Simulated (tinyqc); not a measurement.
# Floating body of a partially depleted SOI transistor: body voltage and kink: output curve and kink

Source at 0 V. Channel current Ic = 2 nf K Vt^2 [F(0) - F(Vd)](1 + la Vd), F(V) = ln^2(1 + exp((Vg - VT - nf V)/(2 nf Vt))), VT = VT0 - gb Vb. Saturation voltage Vs = 2 Vt sqrt(F(0)) + 3 Vt, excess Ve = (Vd - Vs + sqrt((Vd - Vs)^2 + 0.0004 V^2))/2, multiplication M1 = Ai Ve exp(-Bl/Ve). Each junction passes D(v) = J1 (exp(v/Vt) - 1) + J2 (exp(v/(2 Vt)) - 1). Bipolar current Ib = bb J1 (exp(Vb/Vt) - 1). The body settles where M1 (Ic + Ib) = D(Vb) + D(Vb - Vd) + Vb/Rb; drain current Id = (1 + M1)(Ic + Ib) - D(Vb - Vd).

Rows with more than one solution for Vb (latch) are left out; dId/dVd by a forward difference over 1e-4 V, swing = 1e-4 V over the change of log10 Id; M1 under 1e-12 is printed as 0.

Inputs (values chosen for the exercise); values of the order met in partially depleted silicon-on-insulator transistors:
```
symbol,value,unit,meaning
T,330,K,temperature
VT0,0.52,V,threshold at zero body voltage
gb,0.18,,fall of the threshold per volt of body voltage
nf,1.44,,slope factor
K,230,uA/(V^2 um),gain factor per width
la,0.07,1/V,channel-length modulation factor
Ai,2.43,1/V,impact-ionisation prefactor
Bl,6,V,impact-ionisation voltage
J1,5.2e-11,uA/um,diffusion saturation current of each junction
J2,1.1e-8,uA/um,recombination saturation current of each junction
bb,3,,gain of the lateral bipolar transistor on the diffusion current
Rb,1e9,kohm um,"resistance of a weak body tie to the source (1e9 stands for no tie, and the term is then dropped)"
Vg,0.88,V,gate voltage
```

Constants: q = 1.602176634e-19 C, kB = 1.380649e-23 J/K, Vt = kB T/q. Results are converted to the units shown.

Output curve and kink:
```
Vd (V)  Vb (V)        M1  Id, floating (uA/um)  Id, grounded (uA/um)  ratio  dId/dVd, floating (uS/um)  dId/dVd, grounded (uS/um)
0.84    0.3743  2.262e-6                 15.48                 11.02  1.404                      12.72                     0.7309
1       0.4815  7.175e-5                 17.08                 11.14  1.533                      8.127                     0.7611
1.16    0.5472  6.583e-4                 18.22                 11.27  1.617                      6.481                     0.8856
1.32    0.5924  0.003042                 19.25                 11.43  1.684                      6.683                      1.174
1.48    0.6259  0.009331                 20.47                 11.65  1.756                      8.873                      1.659
1.64    0.6524   0.02200                 22.22                 11.97  1.856                      13.59                      2.338
1.8     0.6745   0.04342                 25.02                 12.41  2.016                      22.21                      3.182
```

Vb rises from 0.374 to 0.674 V and the ratio of the currents rises from 1.40 to 2.02. The output conductance with a floating body exceeds the grounded value by the largest factor among the rows, 17.4, at Vd = 0.84 V, where Vb = 0.374 V and M1 = 2.26e-6.

Range of the model: The multiplication law is an empirical form chosen for the exercise; self-heating and capacitive coupling to the body are left out, and the linear laws are rough once Vb passes about 0.7 V or M1 about 0.1.

Numbers from tinyqc (`OMP_NUM_THREADS=1 python tinyqc.py 2182231 2182232 out.jsonl`; about 0.2 s on one thread of a shared Intel Xeon 2.30GHz).
